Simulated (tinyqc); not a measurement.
Velocity overshoot from momentum and energy balance equations after a field step: one step, computed by the program tinyqc. Command: `OMP_NUM_THREADS=1 python tinyqc.py 3010976 3010977 out.jsonl overshoot walk`. One thread of a shared host (Intel(R) Xeon(R) Processor @ 2.30GHz), about 0.03 s of CPU time with the checks.

At t = 0 the field jumps from 0 to F in a uniform sample. v is the drift velocity and u = w - (3/2) k_B T the excess energy per carrier.

Problem. First four steps. dv/dt = e F/m - v/tau_m(u), du/dt = e F v - u/tau_E, tau_m(u) = tau_0/(1 + c u), tau_0 = m mu_0/e, c = mu_0/(e tau_E v_s^2); this choice gives the steady state v (1 + mu_0 F v/v_s^2) = mu_0 F, which saturates at v_s. Step: v_new = (v + dt e F/m)/(1 + dt/tau_m(u)), u_new = (u + dt e F v_new)/(1 + dt/tau_E). Start v = u = 0; the distance adds dt (v + v_new)/2.

Inputs (values chosen for the exercise, modelled on holes in silicon except for tau_E):

| quantity | value | unit |
|---|---|---|
| energy relaxation time tau_E | 0.88 | ps |
| field after the step F | 13 | kV/cm |
| lattice temperature T | 300 | K |
| time step dt | 5.7 | fs |

Scheme: implicit in the damping.

c = 7.549544 1/eV

tau_0 = 109.1641 fs

acceleration e F/m = 0.005716165 1e7 cm/s per fs

Give: Steps.

Solution.

Steps:

| step | t (fs) | v (1e7 cm/s) | u (eV) | tau_m (fs) |
|---|---|---|---|---|
| 1 | 5.7 | 0.0310 | 2.280e-05 | 109.1 |
| 2 | 11.4 | 0.0604 | 6.711e-05 | 109.1 |
| 3 | 17.1 | 0.0884 | 1.317e-04 | 109.1 |
| 4 | 22.8 | 0.1149 | 2.155e-04 | 109.0 |
